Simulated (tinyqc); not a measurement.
Worked calculation: specific resistance of a metal-semiconductor contact and its transmission-line measurement. Computed by tinyqc, a small Python program that keeps every step. Command: `OMP_NUM_THREADS=1 python tinyqc.py 3024446 3024447 out.jsonl contact walk`. One thread of a shared host (Intel(R) Xeon(R) Processor @ 2.30GHz), about 0.01 s of CPU time with the checks. Intermediate numbers are printed to about 6 digits and carried at full precision; extremes and crossings named in words are read from the listed rows.

The barrier is parabolic (depletion approximation), energies E are normal energies counted from the band edge in the neutral semiconductor (downwards for holes), and the bias is zero. xi is an input, held fixed when other inputs move.

Inputs (values chosen for the exercise, modelled on n-type germanium): tunnelling mass m = 0.13 m_0; permittivity eps = 16; Richardson constant A* = 147 A/(cm^2 K^2); barrier height phi_B = 0.39 eV; doping N = 2.1e+19 1/cm^3; Fermi level above the band edge in the bulk, xi = 0.045 eV; temperature T = 200 K; sheet resistance R_sh = 1000 ohm; contact length d = 0.7 micrometre; contact width W = 0.069 micrometre.

Image-force lowering: left out.

Constants: hbar = 1.054571817e-34 J s; eps_0 = 8.8541878128e-12 F/m; m_0 = 9.1093837015e-31 kg; k_B = 8.617333262e-05 eV/K; e = 1.602176634e-19 C.

## Tunnelling energy and barrier

E_00 = (e hbar/2) sqrt(N/(eps eps_0 m)); band bending E_b = phi_B + xi; depletion width w = sqrt(2 eps eps_0 E_b/(e^2 N)).

E_00 = 58.9937 meV

E_00/k_B T = 3.42296

depletion width = 6.05242 nm

barrier used, above the bulk band edge = 0.435 eV

By the usual rule this is thermionic-field emission (0.5 to 5 k_B T).

## Transmission and supply

WKB transmission for E < E_b, with a = E/E_b: D = exp{-(E_b/E_00) [sqrt(1 - a) - a ln((1 + sqrt(1 - a))/sqrt(a))]}; D = 1 above. f = 1/(1 + exp((E - xi)/k_B T)).

E, D, f and D f at E/E_b = 0.05, 0.15, 0.3, 0.45, 0.6, 0.75, 0.9, 0.98:
```
E/E_b   E (eV)            D            f          D f
0.05   0.02175  1.68857e-03  7.93970e-01  1.34067e-03
0.15   0.06525  6.56235e-03  2.35960e-01  1.54845e-03
0.30   0.13050  3.04169e-02  6.95765e-03  2.11630e-04
0.45   0.19575  9.99871e-02  1.58927e-04  1.58907e-05
0.60   0.26100  2.55308e-01  3.60610e-06  9.20666e-07
0.75   0.32625  5.22550e-01  8.18110e-08  4.27504e-08
0.90   0.39150  8.53252e-01  1.85603e-09  1.58366e-09
0.98   0.42630  9.86137e-01  2.46413e-10  2.42997e-10
```

Among these points D f is largest at E/E_b = 0.15; for a non-degenerate tail the peak lies at E/E_b = 1/cosh^2(E_00/k_B T) = 0.004, but it cannot fall far below the Fermi level.

## Specific contact resistance

At zero bias 1/rho_c = (e A*/k_B^2) int D(E) f(E) dE, f = 1/(1 + exp((E - xi)/k_B T)); 200 Gauss-Legendre points from 0 to E_b, and k_B T ln(1 + exp((xi - E_b)/k_B T)) for the part above the barrier; the share of tunnelling is the part below.

specific contact resistance rho_c = 3.40160e-07 ohm cm^2

share of tunnelling = 100.0000 %

rho_c by thermionic emission alone = 19.7058 ohm cm^2

Tunnelling lowers rho_c by a factor 5.79e7. The field-emission exponent (E_b - xi)/E_00 is 6.6, the thermionic one (E_b - xi)/k_B T is 22.6.

## Current crowding

Transmission-line model: transfer length L_T = sqrt(rho_c/R_sh); R_c = (R_sh L_T/W) coth(d/L_T). Limits: rho_c/(W d) for d << L_T, sqrt(rho_c R_sh)/W for d >> L_T.

transfer length L_T = 0.184434 micrometre

d/L_T = 3.79539

contact resistance R_c = 2675.66 ohm

R_c W = 184.621 ohm micrometre

short-contact limit = 704.266 ohm

long-contact limit = 2672.96 ohm

The contact is long: current crowds at the front edge, and more length does not help.

## A transmission-line measurement read back

Transmission-line model: transfer length L_T = sqrt(rho_c/R_sh); R_c = (R_sh L_T/W) coth(d/L_T). Two contacts a gap s apart give R = 2 R_c + R_sh s/W. A straight-line fit gives R_sh from the slope and R_c from the intercept; the simple reading takes L_x = R_c W/R_sh as the transfer length and rho_c = R_sh L_x^2.

Resistances:
```
gap s (micrometre)  R (ohm)
0.18                 7960.0
0.37                10713.6
0.74                16076.0
1.50                27090.5
3.00                48829.6
```

L_x = 0.184621 micrometre

rho_c by the simple reading = 3.40848e-07 ohm cm^2

simple reading over true value = 1.00202

The simple reading is right, since coth(d/L_T) is 1 for so long a contact.

Checks made by the program: closed WKB exponent against numerical integration over the parabolic barrier (relative difference below 1e-10).
